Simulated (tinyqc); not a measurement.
Junctionless gate-all-around wire, depletion approximation: two steps of the calculation.

A uniformly doped n-type wire of radius R under a surrounding gate; long channel. Below flat band a shell from radius rc to R is fully depleted and the neutral core, at channel potential V (0 at the source, Vd at the drain), carries the current with constant mobility; s = (rc/R)^2 is the share of the cross-section that conducts. The edge of the depleted shell is taken as abrupt, so there is no subthreshold current.

Inputs (values chosen for the exercise); material values close to those of gallium arsenide:

| symbol | value | unit | meaning |
|---|---|---|---|
| eps_r | 12.7 |  | relative permittivity of the semiconductor |
| eox | 7.5 |  | relative permittivity of the gate insulator |
| tox | 3.7 | nm | insulator thickness |
| R | 5 | nm | wire radius |
| Nd | 6.5e18 | cm^-3 | donor density |
| Vfb | 0.93 | V | flat-band voltage |
| Vg | 0.84 | V | gate voltage |

Constants: q = 1.602176634e-19 C, eps0 = 8.8541878128e-14 F/cm where lengths are in cm. Results are converted to the units shown.

Problem 1. Voltages that deplete the wire. Cox = eps0 eox/(R ln(1 + tox/R)); A = q Nd R^2/(4 eps0 eps_r); B = q Nd R/(2 Cox); VT = Vfb - A - B.

Find: Cox; A; B; VT.

Solution 1.

Cox = 2.3978 uF/cm^2
A = 0.057883 V
B = 0.10858 V
VT = 0.76354 V

Of the 0.166 V needed, 65.2 % drops over the insulator. The device is normally off.

Problem 2. Conducting share at the source by Newton steps. With V = 0: f = A (1 - s + s ln s) + B (1 - s) - (Vfb - Vg); f' = A ln s - B; s(new) = s - f/f'.

s at the start = 0.8
A = 0.057883038 V
B = 0.10857841 V

Give: f; f'; s after iteration 1.

Solution 2.

f = -0.067041 V
f' = -0.12149 V
s after iteration 1 = 0.24820

Program tinyqc, `OMP_NUM_THREADS=1 python tinyqc.py 2460168 2460169 out.jsonl`; Intel Xeon 2.30GHz, shared host, one thread, about 0.01 s.
